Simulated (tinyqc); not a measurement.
Channel direction: nanosheet or nanowire with hard walls, valleys of the Si type.

Six ellipsoidal valleys along the cube axes: inverse mass tensor w = 1/mt + (1/ml - 1/mt) a a^T with a the unit axis. Device axes: x along the channel, z = [001], y = z x x.

Hard walls around a W x H rectangle. The block w_c of w in (y, z) confines; the transport mass follows from 1/m_x = w_xx - w_xc w_c^-1 w_cx. The cross-section problem c (w_yy ky^2 + 2 w_yz ky kz + w_zz kz^2), c = hbar^2/2m0, is solved in products sin(n pi y/W) sin(l pi z/H), n, l = 1 to 12; if w_yz = 0 the levels are c pi^2 (w_yy n^2/W^2 + w_zz l^2/H^2). The w_yz term couples (n, l) to (n', l') by -2 c w_yz D_nn'(W) D_ll'(H) with D_nm(L) = 4 n m/(L (n^2 - m^2)) for n + m odd and 0 otherwise.

Without degeneracy the line density is N1 exp((EF - Ec)/kB T) with N1 = sum 2 g sqrt(m_x kB T/(4 pi c)) exp(-E/kB T), here over n, l up to 80 where w_yz = 0 and over all levels of a 12 x 12 sine basis otherwise; the classical value is W H Nc with Nc = 2 g_all (m_dos kB T/(4 pi c))^(3/2), m_dos = (ml mt^2)^(1/3); dVt = kB T ln(W H Nc/N1).

Constants: hbar^2/2m0 = 3.80998211 eV angstrom^2; kB = 8.617333262e-05 eV/K.

Inputs chosen for the exercise (near those of Si; not measured data):
- ml = 0.918 m0 (longitudinal mass)
- mt = 0.191 m0 (transverse mass)
- T = 77 K (temperature)
- g_all = 6 (number of valleys)
- W = 45 angstrom (width, along y)
- H = 76 angstrom (height, along z = [001])

The same rectangle along [100] and [110]; groups ordered by w_zz, then w_yy.

Lowest level of each group:

| channel, group | valleys g | w_yy | w_zz | \|w_yz\| | m_x (m0) | E (eV) |
|---|---|---|---|---|---|---|
| [100] A | 2 | 5.236 | 1.089 | 0.000 | 0.191 | 0.1043 |
| [100] B | 2 | 1.089 | 5.236 | 0.000 | 0.191 | 0.0543 |
| [100] C | 2 | 5.236 | 5.236 | 0.000 | 0.918 | 0.1313 |
| [110] A | 2 | 5.236 | 1.089 | 0.000 | 0.191 | 0.1043 |
| [110] B | 4 | 3.162 | 5.236 | 0.000 | 0.554 | 0.0928 |

What can be read from this table?

The lowest subband has m_x = 0.191 m0 and 2 valleys along [100], and 0.554 m0 and 4 valleys along [110]; its edge lies at 0.0543 and 0.0928 eV. At equal energy above the edge the carriers of the [100] channel are faster by a factor 1.70.

tinyqc: `OMP_NUM_THREADS=1 python tinyqc.py 1281154 1281155 out.jsonl`; about 0.03 s, one thread, shared Intel(R) Xeon(R) Processor @ 2.30GHz.
